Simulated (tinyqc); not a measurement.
## Access strength from the read disturbance

Question. Transistor (EKV form, voltages against the body): I = 2 n b Vt^2 [F(vp - Vs) - F(vp - Vd)] from drain to source, F(v) = ln^2(1 + exp(v/(2 Vt))), vp = (Vg - VT + sg |Vd - Vs|)/n. n-channel bodies are at 0; for the p-channel device all voltages are counted down from Vdd. b in uA/V^2 gives I in uA. In an SRAM read the low node Q obeys In(gate QB, drain Q) = Ip(gate QB, drain Q) + Ia, where the access transistor (threshold VTn) has its gate and drain at Vdd and its source at Q. Find Ia, ba and the cell ratio bn/ba.

Parameters, values chosen for the exercise:
```
symbol,value,unit,meaning
T,300,K,temperature
Vdd,1,V,supply voltage
n,1.16,,slope factor
sg,0.081,,drain-induced barrier lowering
VTn,0.35,V,n-channel threshold
VTp,0.26,V,p-channel threshold (magnitude)
bn,180,uA/V^2,gain factor of the pull-down transistor
bp,62,uA/V^2,gain factor of the pull-up transistor
```

Constants: q = 1.602176634e-19 C, kB = 1.380649e-23 J/K, Vt = kB T/q. Results are converted to the units shown.

Q and QB in the read (V): 0.17118442  0.99974715

Solution. The node equation gives Ia, which is proportional to ba.

Ia = 17.39 uA
ba = 150.0 uA/V^2
cell ratio = 1.200

Program tinyqc, `OMP_NUM_THREADS=1 python tinyqc.py 2340001 2340002 out.jsonl`; Intel Xeon 2.30GHz, shared host, one thread, about 0.1 s.
